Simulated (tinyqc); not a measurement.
# Worked calculation: charge pumping in an n-channel transistor

Program tinyqc, `OMP_NUM_THREADS=1 python tinyqc.py 2030034 2030035 out.jsonl`; Intel Xeon 2.30GHz, shared host, one thread, about 0.01 s. Printed values are rounded.

The gate is pulsed from accumulation to inversion and back. Energies E are counted from the intrinsic level; Dit(E) = D0 [1 + b (2 E/Eg)^2]. During each edge the traps near the bands emit their carriers, and those between Eh and Ee recombine once a cycle.

Parameters, values chosen for the exercise; band and dielectric values close to those of silicon:
```
symbol    value         unit                                                               meaning
T           200            K                                                           temperature
Eg         1.13           eV                                                              band gap
Nc      1.55e19        cm^-3                            conduction-band density of states at 200 K
Nv      1.46e19        cm^-3                               valence-band density of states at 200 K
A           1.2         um^2                                                             gate area
D0       7.7e11  cm^-2 eV^-1                                                trap density at midgap
b          10.5                                    rise of the trap density towards the band edges
sn      2.2e-15         cm^2                                           cross-section for electrons
sp      3.8e-15         cm^2                                               cross-section for holes
vth       1.3e7         cm/s  thermal velocity at 200 K, one nominal value for electrons and holes
dV         1.11            V                                                             Vth - Vfb
Va          3.1            V                                                          pulse height
f         1.1e6           Hz                                                             frequency
tr           56           ns                                                             rise time
tf           63           ns                                                             fall time
```

Constants: q = 1.602176634e-19 C, kB = 1.380649e-23 J/K, Vt = kB T/q. Results are converted to the units shown.

Range of the model: The Fermi levels of inversion and accumulation are taken to lie beyond Ee and Eh, the flat tops to fill all traps, and no geometric current is added.

## Emission levels

ni = sqrt(Nc Nv) exp(-Eg/(2 Vt)), Eg in volts; emission times te = (dV/Va) tf and th = (dV/Va) tr; Ee = -Vt ln(vth sn ni te), Eh = +Vt ln(vth sp ni th).

ni = 87090.1 cm^-3
te = 22.5581 ns
th = 20.0516 ns
Ee = 0.406778 eV
Eh = -0.399389 eV

The window covers 71.3 % of the gap.

## Pumped charge and current

Nit = integral of Dit from Eh to Ee = D0 [Ee - Eh + 4 b (Ee^3 - Eh^3)/(3 Eg^2)], Qcp = q A Nit, Icp = f Qcp.

Nit = 1.72683e12 cm^-2
mean Dit = 2.14202e12 cm^-2 eV^-1
traps pumped a cycle = 20721.9
Icp = 3652.02 pA
